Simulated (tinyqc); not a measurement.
Self-consistent Fermi level with native defects, at growth and after a quench. Inputs raised by 2 %, one at a time. Computed by tinyqc, a small Python program. Command: `OMP_NUM_THREADS=1 python tinyqc.py 3021232 3021233 out.jsonl scfermi sens`. One thread of a shared host (Intel(R) Xeon(R) Processor @ 2.30GHz), about 0.1 s of CPU time with the checks.

Energies are counted from the top of the valence band (VBM); when the gap shrinks with temperature the conduction band moves and the levels stay. The added dopant is taken as fully ionised. D and A draw on one reservoir with opposite signs, as the two vacancies of a compound do.

Inputs (values chosen for the exercise, with bands modelled on CdS):
```
quantity,value,unit
gap E_g at 300 K,2.48,eV
slope -dE_g/dT above 300 K,0.00033,eV/K
electron mass m_e,0.198,m_0
valleys M_c,1,-
hole mass m_h,0.778,m_0
E_f of the neutral native donor D,2.634,eV
E_f of the neutral native acceptor A,3.761,eV
shift s of the chemical potential,0.024,eV
site density N_s,2.7e+22,cm^-3
dopant density N_X,7.5e+16,cm^-3
growth temperature T_g,1370,K
temperature of use T,300,K
```

Added shallow dopant: donor.

levels of D above the VBM, most positive state first (eV): [1.45, 2, 2.07]

levels of A above the VBM, (0/-1) first (eV): [0.147]

Constants: m_0 = 9.1093837015e-31 kg; k_B = 1.380649e-23 J/K; h = 6.62607015e-34 J s; k_B = 8.617333262e-05 eV/K.

Method:
- E_f(D, 0) = input + s and E_f(A, 0) = input - s; E_f(q, E_F = 0) follows from the levels, eps(q/q-1) = E_f(q - 1) - E_f(q) at E_F = 0.
- E_g(T) = E_g - slope x max(0, T - 300 K).
- N_c = 2 M_c (2 pi m_e k_B T/h^2)^(3/2) and N_v = 2 (2 pi m_h k_B T/h^2)^(3/2), masses in units of m_0.
- At growth T = T_g.
- n = N_c F_1/2((E_F - E_g)/k_B T), p = N_v F_1/2(-E_F/k_B T).
- F_1/2(eta) = (2/sqrt(pi)) int_0^infinity sqrt(x)/(1 + exp(x - eta)) dx, by the trapezoid rule in t = sqrt(x) with step 0.02 up to t = 12 (for eta < -12 by exp(eta) - exp(2 eta)/2^(3/2)).
- In equilibrium c_q = N_s exp(-(E_f(q, 0) + q E_F)/k_B T).
- Net charge = p - n + sum q c_q + N_X; the log ratio is ln(positive charge/negative charge).
- E_F is the root of the log ratio, by 50 bisections between -0.5 eV and E_g + 0.5 eV.
- After a quench the totals of D and A stay as grown, and each is shared among its charge states with weights exp(-(E_f(q, 0) + q E_F)/k_B T).

Runs:
```
input moved,from,to,E_F at growth (eV),total D (cm^-3),total A (cm^-3),E_F after the quench (eV)
base run,-,-,1.5376,3.0772e+16,6.3048e+13,2.3928
E_f of the neutral native donor D (eV),2.634,2.68668,1.5261,2.4653e+16,5.7224e+13,2.3928
E_f of the neutral native acceptor A (eV),3.761,3.83622,1.5376,3.0765e+16,3.3343e+13,2.3928
growth temperature T_g (K),1370,1397.4,1.5348,4.3035e+16,9.0964e+13,2.3928
gap E_g at 300 K (eV),2.48,2.5296,1.5622,1.9131e+16,7.7661e+13,2.4424
site density N_s (cm^-3),2.7e+22,2.754e+22,1.5381,3.1069e+16,6.4595e+13,2.3928
temperature of use T (K),300,306,1.5376,3.0772e+16,6.3048e+13,2.3883
electron mass m_e (m_0),0.198,0.20196,1.5360,3.1755e+16,6.2195e+13,2.3920
```

Exponents ln(y'/y) / ln(x'/x):
```
input,E_F at growth,total D,total A,E_F after the quench
E_f of the neutral native donor D,-0.377,-11.195,-4.895,0.000
E_f of the neutral native acceptor A,0.000,-0.011,-32.170,0.000
growth temperature T_g,-0.092,16.938,18.511,0.000
gap E_g at 300 K,0.802,-24.002,10.526,1.036
site density N_s,0.017,0.485,1.224,0.000
temperature of use T,0.000,0.000,0.000,-0.095
electron mass m_e,-0.053,1.587,-0.688,-0.016
```

Which inputs matter most for each result?

Among the inputs moved here: E_F at growth answers most in size to gap E_g at 300 K (exponent +0.802), next to E_f of the neutral native donor D (-0.377); its exponent is below 0.0005 for E_f of the neutral native acceptor A, temperature of use T. total D answers most in size to gap E_g at 300 K (exponent -24.002), next to growth temperature T_g (+16.938); its exponent is below 0.0005 for temperature of use T. total A answers most in size to E_f of the neutral native acceptor A (exponent -32.170), next to growth temperature T_g (+18.511); its exponent is below 0.0005 for temperature of use T. E_F after the quench answers most in size to gap E_g at 300 K (exponent +1.036), next to temperature of use T (-0.095); its exponent is below 0.0005 for E_f of the neutral native donor D, E_f of the neutral native acceptor A, growth temperature T_g, site density N_s.
